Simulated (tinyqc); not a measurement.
Optical gain and spontaneous emission in a bulk direct-gap semiconductor, step by step. Values are carried at full precision from step to step, so a last printed digit may differ when a step is redone from the rounded ones.

F_j(eta) = (1/Gamma(j + 1)) integral_0^infinity x^j dx/(1 + exp(x - eta)), which tends to exp(eta) for eta << 0.

Quasi-Fermi levels: n = Nc F_1/2(Fc/kT) and p = Nv F_1/2(Fv/kT), Fc counted up from the conduction edge and Fv down from the valence edge; Nc, Nv from N = 2 (m kB T/(4 pi c))^(3/2) with c = hbar^2/2m0, in 1/angstrom^3; times 1e24 for 1/cm^3, with me and (mhh^(3/2) + mlh^(3/2))^(2/3).

Constants: hbar^2/2m0 = 3.80998211 eV angstrom^2; kB = 8.617333262e-05 eV/K; fine-structure constant alpha = 0.007297352564; hbar = 6.58211957e-16 eV s; hbar c = 1973.269805 eV angstrom.

Values chosen for the exercise (near those of GaN; the results hold for these values, not for the real material):
```
symbol  value    unit    meaning
me      0.1984   m0      electron mass
mhh     1.462    m0      heavy-hole mass
mlh     0.3057   m0      light-hole mass
n       1.3e+19  1/cm^3  injected density, n = p
T       350      K
Eg      3.426    eV      direct gap
Ep      16.5     eV      Kane energy
nr      2.62             refractive index
E       3.461    eV      photon energy
```

## Quasi-Fermi levels

Solve for Fc and Fv.

kT = 0.030161 eV
Nc = 2.795e+18 1/cm^3
Nv = 6.125e+19 1/cm^3
Fc = 0.0931 eV
Fv = -0.0445 eV
Fc + Fv = 0.0486 eV

The separation of the quasi-Fermi levels exceeds the gap, so photons between Eg and Eg + (Fc + Fv) see gain. The quasi-Fermi level of the electrons lies inside the band, that of the holes in the gap.

## Absorption of the empty crystal

Parabolic bands, vertical transitions, no excitons. For each hole band j: mr = me mj/(me + mj); joint density of states J_j(E) = (mr/c)^(3/2) sqrt(E - Eg)/(2 pi^2), both spins, c = hbar^2/2m0; averaged matrix element |e.p|^2 = m0 Ep/6; alpha_j(E) = 4 pi^2 alpha_f c Ep J_j/(3 nr E) in 1/angstrom (alpha_f the fine-structure constant, listed as alpha among the constants), times 1e8 for 1/cm.

Evaluate at E for heavy and light holes.

mr, J and alpha of each hole band:
```
hole   mr (m0)  J (1/(eV angstrom^3))  alpha (1/cm)
heavy  0.17469              9.305e-05        6195.0
light  0.12032              5.319e-05        3540.9
```

The heavy-hole band gives 64 % of the total, 9736 1/cm.

## Occupations and gain at E

For band j the electron sits at Ee = (E - Eg) mr/me above its edge and the hole at Eh = (E - Eg) mr/mj; fe = 1/(1 + exp((Ee - Fc)/kT)), fh = 1/(1 + exp((Eh - Fv)/kT)); gain g = sum_j alpha_j (fe + fh - 1).

Use mr and alpha from the table.

Energies, occupations and gain of each hole band:
```
hole   Ee (eV)  Eh (eV)     fe     fh  g (1/cm)
heavy   0.0308   0.0042  0.888  0.166       332
light   0.0212   0.0138  0.916  0.127       149
```

total gain = 482 1/cm

E - Eg = 0.0350 eV is below Fc + Fv = 0.0486 eV, so both bands give gain (Bernard-Duraffourg).

## Spontaneous emission

Spontaneous rate: R = integral of (nr E/(hbar c))^2/(pi^2 hbar) sum_j alpha_j fe fh dE, with alpha in 1/cm and (nr E/(hbar c))^2 in 1/cm^2 (1e16 per 1/angstrom^2); B = R/(n p); lifetime n/R.

Integrate over photon energy.

R = 5.59e+27 1/(cm^3 s)
B = 3.31e-11 cm^3/s
radiative lifetime = 2.32 ns

## Checks

- B at n = 1e13 1/cm^3 against the van Roosbroeck-Shockley value from alpha and ni^2 (cm^3/s): both 4.60e-11.

Program tinyqc; command `OMP_NUM_THREADS=1 python tinyqc.py 1682464 1682465 out.jsonl`; about 0.1 s on one thread of a shared Intel(R) Xeon(R) Processor @ 2.30GHz.
